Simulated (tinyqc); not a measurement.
Propagation of a band-gap error through k.p and effective-mass formulas: one step. A scissor shift and what it does not mend. Five cases, with inputs chosen for the exercise.

Question. A rigid shift D = Eg - Eg2 of the conduction band restores the gap but leaves the curvature, so the mass stays me(Eg2); redoing the sum 1/m = 1 + Ep (E + 2 Dso/3)/(E (E + Dso)) with E = Eg and the same Ep gives another mass. For optics, eps2 at the edge goes as |p|^2/E^2: a rigid shift keeps the dipole elements p/E, while shifting the energies under unchanged p scales eps2 by (Eg2/Eg)^2.

Give: shift D; mass under a rigid shift; mass from the sum with the corrected gap; factor on eps2 if p is left unscaled.

Case 1.

Values chosen (reference values near those of InP, gap at low temperature; not measured data):
- Eg = 1.439 eV (gap at Gamma to the s-like level)
- Eg2 = 1.669 eV (a wrong gap, of the size a hybrid functional can give)
- Dso = 0.11 eV (spin-orbit splitting)
- Ep = 20.6 eV (Kane energy)

Answer.

shift D = -0.230 eV
mass under a rigid shift = 0.0764 m0
mass from the sum with the corrected gap = 0.0668 m0
factor on eps2 if p is left unscaled = 1.345

The rigid shift leaves the mass off by a factor of 1.14. The mass from the corrected gap is the reference me(Eg) here, because the exercise keeps Ep fixed; a real correction of the gap depends on k and changes Ep as well.

Case 2.

Values chosen (reference values near those of InP, gap at low temperature; not measured data):
- Eg = 1.413 eV (gap at Gamma to the s-like level)
- Eg2 = 3.01 eV (a wrong gap, of the size a hybrid with far too much exact exchange can give)
- Dso = 0.107 eV (spin-orbit splitting)
- Ep = 20.8 eV (Kane energy)

Answer.

shift D = -1.597 eV
mass under a rigid shift = 0.1277 m0
mass from the sum with the corrected gap = 0.0650 m0
factor on eps2 if p is left unscaled = 4.538

The rigid shift leaves the mass off by a factor of 1.96. The mass from the corrected gap is the reference me(Eg) here, because the exercise keeps Ep fixed; a real correction of the gap depends on k and changes Ep as well.

Case 3.

Values chosen (reference values near those of GaAs, gap at low temperature; not measured data):
- Eg = 1.499 eV (gap at Gamma to the s-like level)
- Eg2 = 3.777 eV (a wrong gap, of the size a hybrid with far too much exact exchange can give)
- Dso = 0.345 eV (spin-orbit splitting)
- Ep = 25.9 eV (Kane energy)

Answer.

shift D = -2.278 eV
mass under a rigid shift = 0.1304 m0
mass from the sum with the corrected gap = 0.0581 m0
factor on eps2 if p is left unscaled = 6.349

The rigid shift leaves the mass off by a factor of 2.24. The mass from the corrected gap is the reference me(Eg) here, because the exercise keeps Ep fixed; a real correction of the gap depends on k and changes Ep as well.

Case 4.

Values chosen (reference values near those of CdTe, gap at low temperature; not measured data):
- Eg = 1.629 eV (gap at Gamma to the s-like level)
- Eg2 = 0.603 eV (a wrong gap, of the size a semi-local functional can give)
- Dso = 0.892 eV (spin-orbit splitting)
- Ep = 18.5 eV (Kane energy)

Answer.

shift D = 1.026 eV
mass under a rigid shift = 0.0391 m0
mass from the sum with the corrected gap = 0.0908 m0
factor on eps2 if p is left unscaled = 0.137

The rigid shift leaves the mass off by a factor of 0.43. The mass from the corrected gap is the reference me(Eg) here, because the exercise keeps Ep fixed; a real correction of the gap depends on k and changes Ep as well.

Case 5.

Values chosen (reference values near those of InSb, gap at low temperature; not measured data):
- Eg = 0.235 eV (gap at Gamma to the s-like level)
- Eg2 = 0.143 eV (a wrong gap)
- Dso = 0.819 eV (spin-orbit splitting)
- Ep = 22.9 eV (Kane energy)

Answer.

shift D = 0.092 eV
mass under a rigid shift = 0.0086 m0
mass from the sum with the corrected gap = 0.0137 m0
factor on eps2 if p is left unscaled = 0.370

The rigid shift leaves the mass off by a factor of 0.63. The mass from the corrected gap is the reference me(Eg) here, because the exercise keeps Ep fixed; a real correction of the gap depends on k and changes Ep as well.

Computed by tinyqc, one run a case: `OMP_NUM_THREADS=1 python tinyqc.py N N+1 out.jsonl` with N = 1850482, 1850483, 1850506, 1850541, 1850669; one thread of a shared Intel(R) Xeon(R) Processor @ 2.30GHz, about 0.01 s a run at most.
